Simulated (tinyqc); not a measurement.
Hydrogen passivation of interface dangling bonds: competing passivation and dissociation with distributed barriers. Changing the anneal time t. Computed by tinyqc, a small Python program. Command: `OMP_NUM_THREADS=1 python tinyqc.py 3017765 3017766 out.jsonl passiv sweep`. One thread of a shared host (Intel(R) Xeon(R) Processor @ 2.30GHz), about 0.06 s of CPU time with the checks.

P_b + H2 gives P_bH + H at the rate k_f [H2]; P_bH gives P_b + H at the rate k_d. All defects start unpassivated. E_f and E_d are Gaussian and independent.

Inputs (values chosen for the exercise, close to those used for P_b centres at the silicon-oxide interface):
```
quantity                                      value          unit
defect density N0                           5.8e+11        1/cm^2
passivation prefactor k_f0                  1.2e-07        cm^3/s
mean passivation barrier E_f                   1.53            eV
spread sigma_f                                0.032            eV
dissociation prefactor k_d0                 2.1e+12           1/s
mean dissociation barrier E_d                  2.85            eV
spread sigma_d                                0.086            eV
H2 in the oxide per atm, solubility factor  1.6e+18  1/(cm^3 atm)
hydrogen pressure p                            0.05           atm
anneal temperature T                            275             C
oxide thickness                                 8.9            nm
```

Constants: k_B = 8.617333262e-05 eV/K; e = 1.602176634e-19 C; eps_0 = 8.8541878128e-12 F/m.

Method:
- [H2] = solubility factor x p; a = k_f0 [H2] exp(-E_f/(k_B T)), d = k_d0 exp(-E_d/(k_B T)). For one pair of barriers the active share is y = [d + a exp(-(a + d) t)]/(a + d).
- Temperatures in kelvin are T(C) + 273.15.
- Average y over both Gaussians with 40 x 40 Gauss-Hermite points.
- Active density N0 y; threshold shift if each active defect holds one charge, e N0 y t_ox/(3.9 eps_0).
- Minimise the averaged y over T between 150 and 900 C: find where ln y is equal at T - 0.05 and T + 0.05 C; T is rounded to 0.1 C.

One run for each value:
```
anneal time t (s)  active share y  active share, single barriers  best temperature (C)  least active share
1.00e+00               9.9990e-01                     9.9992e-01                 631.2          2.1091e-05
1.00e+01               9.9897e-01                     9.9918e-01                 548.8          4.4520e-06
1.00e+02               9.8974e-01                     9.9181e-01                 480.4          9.6013e-07
1.00e+03               9.0433e-01                     9.2103e-01                 422.8          2.1159e-07
1.00e+04               4.3249e-01                     4.3927e-01                 373.6          4.7643e-08
1.00e+05               1.1872e-02                     2.6751e-04                 331.1          1.0957e-08
1.00e+06               7.4712e-07                     1.5983e-10                 294.0          2.5724e-09
```

Describe and explain the trends.

Over the rows, active share y falls from 1.000 to 7.47e-7 (exponent d ln y / d ln x -4.0e-4 between the first rows and -4.2 between the last); active share, single barriers falls from 1.000 to 1.60e-10 (exponent d ln y / d ln x -3.2e-4 between the first rows and -6.2 between the last); best temperature (C) falls from 631 to 294 (exponent d ln y / d ln x -0.061 between the first rows and -0.052 between the last). At the low end the exponent of active share y is 0.00, close to 0: little has reacted yet. The spread turns a single exponential into a slower, stretched decay. Longer anneals allow a colder optimum with a lower floor.

Caution (all rows): a least active share below 1e-3 is a property of the model; measured passivation levels off well above it. Caution (all rows): atomic hydrogen, which both passivates and depassivates, and further passivation during cooling are left out. Caution (rows 100000, 1.00e6): single-barrier shares below about 1e-3 are formal; measured passivation levels off well above them. Caution (rows 1.00e6): densities below a few 1e9 per cm^2 are formal: other defects set the floor in real interfaces.

Extremes, crossings and ranges named in words are read from the listed rows.
